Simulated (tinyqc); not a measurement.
Carrier statistics of a doped semiconductor with parabolic bands: sweeps and comparisons. A value that a table varies takes the place of the one given here.

Eg(T) = Eg0 - al T^2/(T + be); m_de = Mv^(2/3) (ml mt^2)^(1/3); m_dh = (mhh^(3/2) + mlh^(3/2))^(2/3); Nc and Nv from N = 2 (m kB T/(4 pi c))^(3/2) with c = hbar^2/2m0, in 1/angstrom^3; times 1e24 for 1/cm^3.

Energies are counted from Ev, so Ec = Eg. n = Nc F_1/2((EF - Eg)/kT), p = Nv F_1/2(-EF/kT), ND+ = ND/(1 + 2 exp((EF - Eg + ED)/kT)), NA- = NA/(1 + 4 exp((EA - EF)/kT)); neutrality asks p + ND+ = n + NA-. F_j(eta) = (1/Gamma(j + 1)) integral_0^infinity x^j dx/(1 + exp(x - eta)), which tends to exp(eta) for eta << 0.

Constants: hbar^2/2m0 = 3.80998211 eV angstrom^2; kB = 8.617333262e-05 eV/K.

Parameters, chosen for this exercise (near those of GaN; not measured data): Eg0 = 3.552 eV (gap at 0 K); al = 0.000902 eV/K (Varshni alpha); be = 805 K (Varshni beta); ml = 0.207 m0 (longitudinal electron mass); mt = 0.207 m0 (transverse electron mass); Mv = 1 (equivalent valleys); mhh = 1.37 m0 (heavy-hole mass); mlh = 0.309 m0 (light-hole mass); ND = 3.2e+17 1/cm^3 (donors); NA = 7.6e+12 1/cm^3 (acceptors); ED = 0.0217 eV (donor level below Ec); EA = 0.179 eV (acceptor level above Ev); T = 300 K.

## Temperature

Neutrality solved at each temperature; ni = sqrt(Nc Nv) exp(-Eg/2kT).

Carriers (1/cm^3):

| T (K) | EF (eV) | n | p | majority / \|ND - NA\| | ni | Eg (eV) |
|---|---|---|---|---|---|---|
| 30 | 3.5412 | 1.63e+15 | <1e-99 | 0.00510 | <1e-99 | 3.5510 |
| 50 | 3.5385 | 1.25e+16 | <1e-99 | 0.0391 | <1e-99 | 3.5494 |
| 77 | 3.5326 | 3.95e+16 | <1e-99 | 0.124 | 1.21e-98 | 3.5459 |
| 120 | 3.5189 | 8.95e+16 | <1e-99 | 0.280 | 1.32e-56 | 3.5380 |
| 200 | 3.4814 | 1.65e+17 | 4.53e-69 | 0.515 | 2.79e-26 | 3.5161 |
| 300 | 3.4181 | 2.21e+17 | 1.69e-38 | 0.691 | 6.21e-11 | 3.4785 |
| 450 | 3.2986 | 2.63e+17 | 9.35e-18 | 0.822 | 1.58 | 3.4065 |
| 600 | 3.1582 | 2.83e+17 | 3.74e-07 | 0.884 | 3.28e+05 | 3.3209 |
| 800 | 2.9485 | 2.96e+17 | 51.7 | 0.926 | 3.93e+09 | 3.1923 |
| 1000 | 2.7204 | 3.03e+17 | 5.28e+06 | 0.948 | 1.27e+12 | 3.0523 |

Ionisation is incomplete: the majority density is below 90 % of the net doping at 30, 50, 77, 120, 200, 300, 450 and 600 K, down to a share of 0.0051. It is within 10 % of the net doping at 800 and 1000 K. The majority density never exceeds the net doping by 10 %; ni is 1.27e+12 1/cm^3 at 1000 K against a net doping of 3.20e+17. EF goes from 3.541 eV to 2.720 eV, where midgap is 1.526 eV and the intrinsic level (Boltzmann) 1.653 eV.

## Doping level

Only donors are present (NA = 0); eta is the distance of EF beyond the conduction edge in units of kT.

Neutral state:

| ND (1/cm^3) | EF (eV) | majority (1/cm^3) | ionised share | eta |
|---|---|---|---|---|
| 1.0e+14 | 3.2182 | 1.00e+14 | 1.000 | -10.07 |
| 1.0e+15 | 3.2777 | 9.98e+14 | 0.998 | -7.77 |
| 1.0e+16 | 3.3368 | 9.81e+15 | 0.981 | -5.48 |
| 1.0e+17 | 3.3931 | 8.55e+16 | 0.855 | -3.31 |
| 1.0e+18 | 3.4398 | 4.91e+17 | 0.491 | -1.50 |
| 3.0e+18 | 3.4587 | 9.52e+17 | 0.317 | -0.77 |
| 1.0e+19 | 3.4782 | 1.79e+18 | 0.179 | -0.01 |
| 3.0e+19 | 3.4959 | 2.98e+18 | 0.099 | 0.67 |

The impurity level lies at 3.4568 eV. The ionised share falls from 1.000 to 0.099 as EF passes through it between 1e+18 and 3e+18 1/cm^3 (share 1/3 there); it is below one half from 1e+18 1/cm^3 on. Over the last two rows the doping grows threefold and the majority density by a factor 1.66. EF comes within 3 kT of the majority band edge from 1e+18 1/cm^3 on. Above roughly 7e+17 1/cm^3 (N^(1/3) a = 0.26, with the radius a = sqrt(c/(m E)) from the ionisation energy E and the mass (ml mt^2)^(1/3)) the levels merge with the band and real ionisation is complete; sharp levels then overstate freeze-out.

## What each input does

Neutrality solved anew for each case. Each row changes one parameter from the base and keeps the others.

Results:

| case | EF (eV) | n (1/cm^3) | p (1/cm^3) |
|---|---|---|---|
| base | 3.4181 | 2.21e+17 | 1.69e-38 |
| T = 320 K | 3.4037 | 2.29e+17 | 1.22e-34 |
| ND = 6.4e+17 1/cm^3 | 3.4316 | 3.65e+17 | 1.00e-38 |
| NA = 3.8e+12 1/cm^3 | 3.4181 | 2.21e+17 | 1.69e-38 |
| Eg0 = 3.602 eV | 3.4681 | 2.21e+17 | 2.44e-39 |
| mt = 0.2484 m0 | 3.4144 | 2.31e+17 | 1.95e-38 |
| mhh = 1.644 m0 | 3.4181 | 2.21e+17 | 2.16e-38 |
| ED = 0.0326 eV | 3.4153 | 1.99e+17 | 1.88e-38 |

The largest shifts from the base row, up to three for each result and ties (the steps differ in size, so this ranks the rows, not the parameters). EF (eV): Eg0 +0.0500, T -0.0144, ND +0.0135; unchanged at the printed digits by NA and mhh. n (1/cm^3): ND +1.44e+17, ED -2.24e+16, mt +9.58e+15; unchanged at the printed digits by NA, Eg0 and mhh. p (1/cm^3): T +1.22e-34, Eg0 -1.44e-38, ND -6.86e-39; unchanged at the printed digits by NA.

Computed by tinyqc, a small Python program: `OMP_NUM_THREADS=1 python tinyqc.py 1650572 1650573 out.jsonl` (the numbers bound the seed that draws the inputs); one thread of a shared host (Intel(R) Xeon(R) Processor @ 2.30GHz), about 0.01 s for the whole set of steps.
